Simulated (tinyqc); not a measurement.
# Floating body of a partially depleted SOI transistor: body voltage and kink, step by step

Numbers from tinyqc (`OMP_NUM_THREADS=1 python tinyqc.py 2182027 2182028 out.jsonl`; about 0.2 s on one thread of a shared Intel Xeon 2.30GHz). Printed values are rounded.

Source at 0 V. Channel current Ic = 2 nf K Vt^2 [F(0) - F(Vd)](1 + la Vd), F(V) = ln^2(1 + exp((Vg - VT - nf V)/(2 nf Vt))), VT = VT0 - gb Vb. Saturation voltage Vs = 2 Vt sqrt(F(0)) + 3 Vt, excess Ve = (Vd - Vs + sqrt((Vd - Vs)^2 + 0.0004 V^2))/2, multiplication M1 = Ai Ve exp(-Bl/Ve). Each junction passes D(v) = J1 (exp(v/Vt) - 1) + J2 (exp(v/(2 Vt)) - 1). Bipolar current Ib = bb J1 (exp(Vb/Vt) - 1). The body settles where M1 (Ic + Ib) = D(Vb) + D(Vb - Vd) + Vb/Rb; drain current Id = (1 + M1)(Ic + Ib) - D(Vb - Vd).

Parameters, values chosen for the exercise; values of the order met in partially depleted silicon-on-insulator transistors: temperature T = 358 K; threshold at zero body voltage VT0 = 0.34 V; fall of the threshold per volt of body voltage gb = 0.15; slope factor nf = 1.18; gain factor per width K = 150 uA/(V^2 um); channel-length modulation factor la = 0.04 1/V; impact-ionisation prefactor Ai = 3.85 1/V; impact-ionisation voltage Bl = 5.2 V; diffusion saturation current of each junction J1 = 3.8e-10 uA/um; recombination saturation current of each junction J2 = 1e-8 uA/um; gain of the lateral bipolar transistor on the diffusion current bb = 3; resistance of a weak body tie to the source (1e9 stands for no tie, and the term is then dropped) Rb = 1e9 kohm um; gate voltage Vg = 0.92 V; drain voltage Vd = 1.9 V.

Constants: q = 1.602176634e-19 C, kB = 1.380649e-23 J/K, Vt = kB T/q. Results are converted to the units shown.

Range of the model: The multiplication law is an empirical form chosen for the exercise; self-heating and capacitive coupling to the body are left out, and the linear laws are rough once Vb passes about 0.7 V or M1 about 0.1.

## Starting value

Vb = 0.76 V.

Vb at the start = 0.76 V

## Iteration 1: new Vb

Current into the body I_in = M1 (Ic + Ib) - D(Vb - Vd), current out I_out = D(Vb) + Vb/Rb; f = ln(I_in/I_out), s = df/dVb by central differences over 1e-5 V, Vb(new) = Vb - f/s.

Ic = 32.93951 uA/um
Ve = 1.219392 V
M1 = 0.06600692
I_in = 5.936633 uA/um
I_out = 19.00226 uA/um
f = -1.163415
s = -12.26015 1/V
Vb after iteration 1 = 0.6651059 V

## Iteration 2: new Vb

As before.

Ic = 31.60228 uA/um
Ve = 1.231453 V
M1 = 0.06950289
I_in = 2.379259 uA/um
I_out = 0.8772259 uA/um
f = 0.9977799
s = -30.04706 1/V
Vb after iteration 2 = 0.6983131 V

## Iteration 3: new Vb

As before.

Ic = 32.06708 uA/um
Ve = 1.227232 V
M1 = 0.06826607
I_in = 2.715932 uA/um
I_out = 2.573300 uA/um
f = 0.05394593
s = -26.31111 1/V
Vb after iteration 3 = 0.7003635 V

## Course of the iteration

Stop when the step is below 1e-10 V, or after 40 iterations.

Course of the iteration:
```
iteration  Vb before the step (V)  step (V)
1                            0.76   -0.0949
2                       0.6651059    0.0332
3                       0.6983131   2.05e-3
4                       0.7003635   1.31e-5
5                       0.7003765  5.48e-10
6                       0.7003765         0
```

Converged in 6 iterations.

## Drain current with floating and with grounded body

converged Vb = 0.7003765 V

Id and VT at the converged Vb, Id at Vb = 0, their ratio, and the bipolar share Ib/(Ic + Ib).

VT = 0.2349435 V
Id, floating = 43.09861 uA/um
Id, grounded = 25.24970 uA/um
ratio = 1.706896
bipolar share = 20.45058 %

The body rises to 0.700 V and lowers the threshold by 105 mV.
